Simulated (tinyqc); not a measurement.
Changing the initial oxide x_i: Deal-Grove kinetics of thermal oxidation of silicon. Computed by tinyqc, a small Python program. Command: `OMP_NUM_THREADS=1 python tinyqc.py 3010575 3010576 out.jsonl oxide sweep`. One thread of a shared host (Intel(R) Xeon(R) Processor @ 2.30GHz), about 0.2 s of CPU time with the checks.

Oxidant diffuses through the oxide and reacts at the interface, so that dx/dt = B/(A + 2x) for the oxide thickness x.

Inputs (values chosen for the exercise, close to those used for silicon):
```
quantity                       value    unit
prefactor B0                     398  um^2/h
activation energy E_B          0.786      eV
prefactor (B/A)0            8.57e+07    um/h
activation energy E_A           2.06      eV
temperature T                   1175       C
oxidant pressure p                 1     atm
pressure exponent m of B/A         1       -
time t                           5.5       h
```

Ambient: steam. Surface: (100).

Constants: k_B = 8.617333262e-05 eV/K.

Method:
- B = B0 p exp(-E_B/(k_B T)), B/A = (B/A)0 p^m exp(-E_A/(k_B T)), p in atm; A = B/(B/A).
- Temperatures in kelvin are T(C) + 273.15.
- tau = (x_i^2 + A x_i)/B and x = (A/2) [sqrt(1 + 4 B (t + tau)/A^2) - 1], the root of x^2 + A x = B (t + tau).
- Silicon consumed is 0.44 times the oxide grown; the rate is B/(A + 2x).

One run for each value:
```
initial oxide x_i (um)  oxide thickness x (um)  silicon consumed (um)     tau (h)
0.002                                   1.9444                0.85468  3.4994e-04
0.0047                                  1.9445                0.85353  8.3969e-04
0.011                                   1.9448                0.85085  2.0599e-03
0.026                                   1.9454                0.84452  5.4017e-03
0.061                                   1.9472                0.82994  1.5590e-02
0.34                                    1.9835                0.72313  2.1649e-01
0.8                                     2.1211                0.58130  1.0122e+00
```

Give the missing row, initial oxide x_i (um) = 0.14.

Computed row:
```
initial oxide x_i (um)  oxide thickness x (um)  silicon consumed (um)     tau (h)
0.14                                    1.9536                0.79800  5.0891e-02
```

Interpolating between the two neighbouring rows (the first column on a logarithmic scale, the others too where they are positive) misses most in tau (h), by 9.3 %. Over the rows, oxide thickness x (um) rises from 1.94 to 2.12; silicon consumed (um) falls from 0.855 to 0.581 (exponent d ln y / d ln x -0.0016 between the first rows and -0.26 between the last); tau (h) rises from 3.50e-4 to 1.01 (exponent d ln y / d ln x 1.0 between the first rows and 1.8 between the last). The oxide grown, x - x_i, falls from 1.94 to 1.32 um: an existing film lengthens the diffusion path.
